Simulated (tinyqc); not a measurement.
Arrhenius plot: admittance spectroscopy and thermally stimulated current of one trap level in a depletion layer. Computed by tinyqc, a small Python program. Command: `OMP_NUM_THREADS=1 python tinyqc.py 3110077 3110078 out.jsonl admit walk`. One thread of a shared host (Intel(R) Xeon(R) Processor @ 2.30GHz), about 0.01 s of CPU time with the checks.

A Schottky junction on n-type material holds one donor-like electron trap; shallow donors are fully ionised and abrupt depletion edges are assumed.

Inputs (values chosen for the exercise, modelled on n-type 4H-SiC):
```
quantity                         value    unit
density-of-states mass m         0.771     m_0
shallow doping N               8.4e+15  1/cm^3
trap depth E_t below the band    0.455      eV
capture cross section sigma    2.3e-14    cm^2
test frequency f                  2000      Hz
```

Constants: k_B = 1.380649e-23 J/K; m_0 = 9.1093837015e-31 kg; h = 6.62607015e-34 J s; k_B = 8.617333262e-05 eV/K.

Method:
- N_c = 2 (2 pi m k_B T/h^2)^(3/2), v_th = sqrt(3 k_B T/m), emission rate e_n = sigma v_th N_c exp(-E_t/(k_B T)).
- Where the level crosses the Fermi level capture equals emission, so the trap follows the signal with the rate 2 e_n; G/omega peaks at omega = 2 e_n (the correction for large N_t/N is left out).
- Solve 2 e_n(T_p) = 2 pi f.
- T_p for 0.1, 0.3, 1, 3 and 10 f; least-squares lines of ln(e_n/T^2) and of ln(e_n) against 1/(k_B T), e_n = pi f; sigma = exp(intercept)/(v_th N_c/T^2).

peak temperature T_p = 260.708 K

Peaks:
```
f (Hz)  T_p (K)  1/(k_B T) (1/eV)  ln(e_n/T^2)  ln(e_n)
200      236.16            49.138      -4.4860    6.443
600      247.30            46.925      -3.4795    7.542
2000     260.71            44.512      -2.3812    8.746
6000     274.22            42.319      -1.3836    9.844
20000    290.63            39.929      -0.2959   11.048
```

depth from e_n/T^2 = 0.455 eV

cross section from the intercept = 2.30e-14 cm^2

depth without the T^2 = 0.50004 eV

What follows from these numbers?

Leaving out T^2 adds 45 meV, near 2 k_B T_p = 45 meV.

Extremes, crossings and ranges named in words are read from the listed rows.
